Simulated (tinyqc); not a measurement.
# Stoner model of a band magnet at zero temperature, step by step

A worked calculation. Computed by tinyqc, a small Python program that keeps every step. Command: `OMP_NUM_THREADS=1 python tinyqc.py 3013713 3013714 out.jsonl stoner walk`. One thread of a shared host (Intel(R) Xeon(R) Processor @ 2.30GHz), about 0.01 s of CPU time with the checks. Intermediate numbers are printed to about 7 digits and carried at full precision; extremes and crossings named in words are read from the listed rows.

Five orbitals per spin share one band; u = (E - E_bottom)/W runs from 0 to 1, and the states per spin, atom and energy are g = 5 d(u)/W with d = (8/pi) sqrt(u (1 - u)). N(u) is the integral of d from 0. The moment m = n_up - n_down (electrons per atom) moves the fillings to n +/- m/10; the energy is E(m) = E_band(m) - I m^2/4.

Inputs (values chosen for the exercise, for a model d band):
```
quantity                    value  unit
band width W                  2.1    eV
filling n per spin orbital   0.72     -
Stoner parameter I          0.379    eV
start moment m0              0.75  mu_B
largest number of steps       600     -
```

Density of states: semi-elliptic.

Constants: k_B = 8.617333262e-05 eV/K.

## The paramagnetic state

Solve N(u_F) = n; g_F = 5 d(u_F)/W; the Stoner product is I g_F.

u_F = 0.6765267

g_F = 2.836302 1/eV

Stoner product I g_F = 1.074959

I g_F > 1: the paramagnet is unstable.

## Fixed-moment scan

For a moment m the Fermi levels of the two spins lie W [u(n + m/10) - u(n - m/10)] =: Delta apart; gbar = m/Delta is the mean density of states between them. A solution has I gbar = 1, is stable where gbar falls with m, or sits at saturation m_max = 10 min(n, 1 - n) if I gbar > 1 there. E_band(m) = 5 W [e(n + m/10) + e(n - m/10) - 2 e(n)], e = integral of u d(u) up to the Fermi level.

Against the moment:
```
m (mu_B)  Delta (eV)    I gbar  E(m) - E(0) (meV)
0.14        0.049368  1.074781           -0.12936
0.42        0.148302  1.073350           -1.15387
0.84        0.297981  1.068388           -4.47291
1.26        0.450677  1.059605           -9.50320
1.68        0.608736  1.045970          -15.38356
2.10        0.776383  1.025139          -20.59703
2.52        0.964893  0.989830          -22.18911
2.80        1.149108  0.923499          -17.23594
```

I gbar runs between 0.923 and 1.075; the energy falls with m where it exceeds 1 and rises where it is below. The lowest row is m = 2.52, below the paramagnet.

## Self-consistent moment

Split the bands by Delta = I m, find the common Fermi level that keeps 10 n electrons, and read m(out) = 5 [N(u + Delta/(2W)) - N(u - Delta/(2W))], N clipped to 0 and 1. Start from m0 (at most 0.9 m_max, m_max = 10 min(n, 1 - n)); stop when m changes by less than 1e-8; moments under 1e-5 count as 0.

Iteration:
```
step  m in (mu_B)  Delta (eV)  m out (mu_B)
1        0.750000   0.2842500      0.801741
2        0.801741   0.3038600      0.856358
3        0.856358   0.3245597      0.913854
4        0.913854   0.3463509      0.974198
5        0.974198   0.3692210      1.037310
...           ...         ...           ...
93       2.425268   0.9191767      2.425268
94       2.425268   0.9191767      2.425268
95       2.425268   0.9191767      2.425268
96       2.425268   0.9191767      2.425268
97       2.425268   0.9191767      2.425268
```

moment m = 2.425268 mu_B

last change of m = 9.647238e-09

Both spin bands cross the Fermi level (a weak ferromagnet).

## Energy, splitting and spin polarisation

Exchange splitting = I m; P = (g_up - g_down)/(g_up + g_down) at the Fermi level, with d = 0 for a full or empty band. The Stoner temperature scale is I m/(4 k_B).

E(m) - E(0) = -22.41070 meV

exchange splitting = 0.9191767 eV

spin polarisation P = -0.2962561

Stoner temperature scale = 2666.651 K

Minority electrons dominate at the Fermi level. Real Curie points lie far below such a temperature, since the moments disorder in direction long before they vanish.

Checks made by the program: the moment against the condition I gbar = 1 (relative difference 4e-09).
